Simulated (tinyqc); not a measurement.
Inside a calculation. Model: off-state leakage of single and stacked transistors.

Numbers from tinyqc (`OMP_NUM_THREADS=1 python tinyqc.py 2242186 2242187 out.jsonl`; about 0.04 s on one thread of a shared Intel Xeon 2.30GHz). Printed values are rounded.

n-channel devices of unit width. Subthreshold current I(Vg, Vs, Vd) = I0 (T/300 K)^0.5 exp[(Vg - Vs - VT(T) - gb (Vs - Vb) + dd (Vd - Vs))/(nf Vt)] (1 - exp(-(Vd - Vs)/Vt)), VT(T) = VT - cT (T - 300 K). Gate-edge tunnelling Ig (Vd/1 V) exp(ag (Vd - 1 V)), for a gate at 0 V, and band-to-band leakage Ab u exp(-Bb/u), u = Vd - Vb + 1 V, flow at a drain held at V; both are taken as independent of T. In a stack of off transistors (all gates at 0 V) the same subthreshold current passes through each.

Parameters, values chosen for the exercise; values of the order met in bulk silicon logic transistors: temperature T = 300 K; supply voltage V = 0.7 V; threshold at 300 K, zero drain and body bias VT = 0.44 V; fall of the threshold with temperature cT = 0.7 mV/K; current at threshold at 300 K I0 = 0.2 uA/um; slope factor nf = 1.45; drain-induced lowering per volt dd = 0.09; rise of the threshold per volt of source-body bias gb = 0.15; gate-edge tunnelling current at 1 V Ig = 2e-5 uA/um; exponential slope of the gate current ag = 5.2 1/V; prefactor of band-to-band leakage at the drain Ab = 300 uA/(um V); its exponential voltage Bb = 26 V; body voltage Vb = -0.3 V.

Constants: q = 1.602176634e-19 C, kB = 1.380649e-23 J/K, Vt = kB T/q. Results are converted to the units shown.

## Leakage of one transistor

Vg = Vs = 0, Vd = V; effective threshold VT(T) - gb Vb - dd V.

effective threshold = 0.422 V
parts (nA/um): subthreshold 0.00258146, gate edge 0.00294190, band-to-band 1.35620
total = 1.36172 nA/um
shares (%): subthreshold 0.189574, gate edge 0.216043, band-to-band 99.5944

The band-to-band part is the largest.

## Starting value

Vx = dd V/(1 + gb + 2 dd), the solution for Vx well above Vt, rounded to three decimals.

Vx at the start = 0.047 V

## Iteration 1: new Vx

Stack of two, Vx the node between them: I_low = I(0, 0, Vx), I_up = I(0, Vx, V), f = ln(I_up/I_low), f' = -(1 + gb + 2 dd)/(nf Vt) - 1/(Vt (exp(Vx/Vt) - 1)) - 1/(Vt (exp((V - Vx)/Vt) - 1)), Vx(new) = Vx - f/f'.

I_low = 4.50859e-4 nA/um
I_up = 5.45320e-4 nA/um
f = 0.190219
f' = -42.9773 1/V
Vx after iteration 1 = 0.0514260 V

## Iteration 2: new Vx

As before.

I_low = 4.69572e-4 nA/um
I_up = 4.71049e-4 nA/um
f = 0.00314077
f' = -41.6107 1/V
Vx after iteration 2 = 0.0515015 V

## Iteration 3: new Vx

As before.

I_low = 4.69874e-4 nA/um
I_up = 4.69874e-4 nA/um
f = 7.81529e-7
f' = -41.5900 1/V
Vx after iteration 3 = 0.0515015 V

## Course of the iteration

Stop when the step is below 1e-11 V, or after 40 iterations.

Course of the iteration:
```
iteration  Vx before the step (V)  step (V)
1                           0.047   4.43e-3
2                       0.0514260   7.55e-5
3                       0.0515015   1.88e-8
4                       0.0515015  1.22e-15
```

Converged in 4 iterations. The subthreshold current of the stack is 4.699e-4 nA/um, 5.49 times less than that of one transistor (the drain leakage is unchanged); the estimate exp[dd V (1 + gb + dd)/((1 + gb + 2 dd) nf Vt)] gives 4.79.
